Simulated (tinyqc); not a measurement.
# Worked calculation: hexagonal on-chip spiral inductor, lumped pi model

Program tinyqc, `OMP_NUM_THREADS=1 python tinyqc.py 2302079 2302080 out.jsonl`; Intel Xeon 2.30GHz, shared host, one thread, about 0.01 s. Printed values are rounded.

Outer diameter do = di + 2 n wd + 2 (n - 1) sp, mean da = (do + di)/2, fill p = (do - di)/(do + di), length l = 3.464 n da. L = 2.33 mu0 n^2 da/(1 + 3.82 p), mu0 = 4 pi 1e-7 H/m. Rs = rho l/(wd delta (1 - exp(-th/delta))), delta = sqrt(rho/(pi f mu0)). Cs = n wd^2 eps0 eo/hu across the coil. At each end Cox = l wd eps0 eo/(2 ho) leads to the substrate branch Rsi = 2 rs he/(l wd) in parallel with Csi = l wd eps0 11.7/(2 he). With one end grounded Y = 1/(Rs + i w L) + i w Cs + 1/[1/(i w Cox) + 1/(1/Rsi + i w Csi)], w = 2 pi f; Q = -Im Y/Re Y. Eddy currents in neighbouring turns and in the substrate are left out.

Values chosen for this exercise; values of the order met in silicon radio-frequency processes:
```
symbol  value     unit                                     meaning
n         4.5                                      number of turns
wd         10       um                                  line width
sp          2       um                         space between turns
di         40       um                              inner diameter
th          4       um                             metal thickness
rho       1.9  uohm cm                           metal resistivity
ho        9.1       um                        oxide below the coil
hu        1.5       um            oxide between coil and underpass
eo        3.9                   relative permittivity of the oxide
rs       1000   ohm cm                       substrate resistivity
he         50       um  effective spreading depth in the substrate
f         4.3      GHz                                   frequency
```

Constants: eps0 = 8.8541878128e-12 F/m. Results are converted to the units shown.

## Geometry and model elements

do, l, L, delta, Rs, Cs, Cox, Rsi and Csi as defined.

do = 144 um
l = 1434.096 um
L = 1.726677 nH
delta = 1.057944 um
Rs = 2.635642 ohm
Cs = 10.35940 fF
Cox = 27.20948 fF
Rsi = 69730.34 ohm
Csi = 14.85637 fF

Rs is 3.87 times the direct-current value in this empirical form, which overstates the skin effect of a flat slab when delta is near th and so stands in for some current crowding.

## Admittance, quality factor and apparent inductance

Series branch 1/(Rs + i w L), substrate branch, total Y, Q = -Im Y/Re Y, apparent inductance Im(1/Y)/w, metal-only value w L/Rs, share of the loss in the substrate Re(substrate branch)/Re Y.

series branch = 1.20721-21.36764i mS
substrate branch = 0.0059992+0.2597038i mS
Y = 1.21321-20.82805i mS
Q = 17.16770
apparent inductance = 1.771055 nH
w L/Rs = 17.69999
share of the loss in the substrate = 0.4944856 %

Q is 97.0 % of the metal-only value.
